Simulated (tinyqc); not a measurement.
Inside a calculation. Method: Pariser-Parr-Pople SCF with singles CI, for the molecule O=C1C=CC(=O)C(F)=C1 (SMILES; centres numbered as the heavy atoms are written). One step of it, computed by the program tinyqc.

Problem. Iteration 1: Fock matrix. F_rr = H_rr + P_rr gamma_rr / 2 + sum_(s != r) P_ss gamma_rs; F_rs = H_rs - P_rs gamma_rs / 2; E = tr P (H + F) / 2 + core repulsion sum_(r<s) z_r z_s gamma_rs.

P at the start:
```
           1O         2C         3C         4C         5C         6O         7C         8F
1O   1.284368   0.716926   0.000000  -0.267282   0.000000   0.317595  -0.171296   0.338657
2C   0.716926   1.000000   0.429049   0.000000  -0.100896   0.000000   0.000000  -0.143837
3C   0.000000   0.429049   1.000000   0.826687   0.000000  -0.341201  -0.126833   0.000000
4C  -0.267282   0.000000   0.826687   1.000000   0.443172   0.000000   0.000000   0.032224
5C   0.000000  -0.100896   0.000000   0.443172   1.000000   0.805645   0.379940   0.000000
6O   0.317595   0.000000  -0.341201   0.000000   0.805645   1.000000   0.000000  -0.352376
7C  -0.171296   0.000000  -0.126833   0.000000   0.379940   0.000000   1.000000   0.671413
8F   0.338657  -0.143837   0.000000   0.032224   0.000000  -0.352376   0.671413   1.403309
9C  -0.298018   0.520639   0.000000  -0.218422   0.000000  -0.097378   0.599518  -0.354912

           9C
1O  -0.298018
2C   0.520639
3C   0.000000
4C  -0.218422
5C   0.000000
6O  -0.097378
7C   0.599518
8F  -0.354912
9C   1.312323
```

core matrix H (eV):
```
            1O          2C          3C          4C          5C          6O          7C          8F
1O  -47.691330   -2.620000    0.000000    0.000000    0.000000    0.000000    0.000000    0.000000
2C   -2.620000  -47.882785   -2.500000    0.000000    0.000000    0.000000    0.000000    0.000000
3C    0.000000   -2.500000  -45.868247   -2.500000    0.000000    0.000000    0.000000    0.000000
4C    0.000000    0.000000   -2.500000  -46.481677   -2.500000    0.000000    0.000000    0.000000
5C    0.000000    0.000000    0.000000   -2.500000  -50.308166   -2.620000   -2.500000    0.000000
6O    0.000000    0.000000    0.000000    0.000000   -2.620000  -50.606765    0.000000    0.000000
7C    0.000000    0.000000    0.000000    0.000000   -2.500000    0.000000  -52.808696   -2.200000
8F    0.000000    0.000000    0.000000    0.000000    0.000000    0.000000   -2.200000  -69.677014
9C    0.000000   -2.500000    0.000000    0.000000    0.000000    0.000000   -2.500000    0.000000

            9C
1O    0.000000
2C   -2.500000
3C    0.000000
4C    0.000000
5C    0.000000
6O    0.000000
7C   -2.500000
8F    0.000000
9C  -48.907474
```

repulsion gamma_rs (eV):
```
           1O         2C         3C         4C         5C         6O         7C         8F
1O  15.200000   5.774607   4.092828   3.001119   2.720364   2.199209   3.001403   2.554694
2C   5.774607  11.130000   5.345805   3.871936   3.517743   2.719864   3.872322   3.137558
3C   4.092828   5.345805  11.130000   5.343940   3.872322   3.000781   3.517329   2.831491
4C   3.001119   3.871936   5.343940  11.130000   5.346751   4.092411   3.872498   3.137793
5C   2.720364   3.517743   3.872322   5.346751  11.130000   5.772353   5.345805   4.350066
6O   2.199209   2.719864   3.000781   4.092411   5.772353  15.200000   4.091980   4.014524
7C   3.001403   3.872322   3.517329   3.872498   5.345805   4.091980  11.130000   6.300744
8F   2.554694   3.137558   2.831491   3.137793   4.350066   4.014524   6.300744  21.400000
9C   4.092411   5.345394   3.872260   3.517436   3.872695   3.001119   5.345872   4.350144

           9C
1O   4.092411
2C   5.345394
3C   3.872260
4C   3.517436
5C   3.872695
6O   3.001119
7C   5.345872
8F   4.350144
9C  11.130000
```

Centres (angstrom, eV; a flat drawing with bonds scaled to 1.40 angstrom):
```
centre          x          y  core charge z          W   gamma_rr
1O       2.939000  -0.411000              1  17.700000  15.200000
2C       1.576000  -0.092000              1  11.160000  11.130000
3C       1.171000   1.248000              1  11.160000  11.130000
4C      -0.193000   1.567000              1  11.160000  11.130000
5C      -1.150000   0.546000              1  11.160000  11.130000
6O      -2.514000   0.865000              1  17.700000  15.200000
7C      -0.745000  -0.794000              1  11.160000  11.130000
8F      -1.703000  -1.815000              2  39.000000  21.400000
9C       0.618000  -1.113000              1  11.160000  11.130000
```

Give: F; pi energy.

Solution.

F (eV):
```
         1O       2C       3C       4C       5C        6O       7C        8F
1O  -8.1850  -4.6900   0.0000   0.4011   0.0000   -0.3492   0.2571   -0.4326
2C  -4.6900  -4.1556  -3.6468   0.0000   0.1775    0.0000   0.0000    0.2256
3C   0.0000  -3.6468  -4.9113  -4.7089   0.0000    0.5119   0.2231    0.0000
4C   0.4011   0.0000  -4.7089  -5.5153  -3.6848    0.0000   0.0000   -0.0506
5C   0.0000   0.1775   0.0000  -3.6848  -6.2075   -4.9452  -3.5155    0.0000
6O  -0.3492   0.0000   0.5119   0.0000  -4.9452  -10.9327   0.0000    0.7073
7C   0.2571   0.0000   0.2231   0.0000  -3.5155    0.0000  -6.8315   -4.3152
8F  -0.4326   0.2256   0.0000  -0.0506   0.0000    0.7073  -4.3152  -21.8995
9C   0.6098  -3.8915   0.0000   0.3841   0.0000    0.1461  -4.1025    0.7720

         9C
1O   0.6098
2C  -3.8915
3C   0.0000
4C   0.3841
5C   0.0000
6O   0.1461
7C  -4.1025
8F   0.7720
9C  -5.2889
```

pi energy = -165.2659 eV
